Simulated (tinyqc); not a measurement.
Atomic layer deposition: Langmuir saturation, growth per cycle and coating of deep features: one step, computed by the program tinyqc. Command: `OMP_NUM_THREADS=1 python tinyqc.py 3006456 3006457 out.jsonl ald walk`. One thread of a shared host (Intel(R) Xeon(R) Processor @ 2.30GHz), about 0.01 s of CPU time with the checks.

Precursor A sticks only on free sites, so a long enough pulse saturates; co-reactant B then frees the sites again.

Task: The first four cycles. One cycle from coverage th0: pulse A gives th1 = th_s + (th0 - th_s) exp(-(k_a + k_d) t), th_s = k_a/(k_a + k_d); the purge leaves th2 = th1 exp(-k_d t_p); pulse B converts c_B th2 into film and leaves th3 = (1 - c_B) th2. Growth = G c_B th2. Start from th0 = 0.

Inputs (values chosen for the exercise, modelled on titanium nitride from the chloride and ammonia):
```
quantity                              value      unit
growth per cycle at saturation G       0.37  angstrom
temperature T                           225         C
pulse time t                           0.47         s
co-reactant completion per pulse c_B  0.999         -
purge time t_p                          2.6         s
```

k_a = 7.849093 1/s

k_d = 1.007994e-04 1/s

Give: Cycles.

Result:

Cycles:
```
cycle        th0     th1     th2        th3  growth (angstrom)
1              0  0.9750  0.9747  9.747e-04             0.3603
2      9.747e-04  0.9750  0.9748  9.748e-04             0.3603
3      9.748e-04  0.9750  0.9748  9.748e-04             0.3603
4      9.748e-04  0.9750  0.9748  9.748e-04             0.3603
```
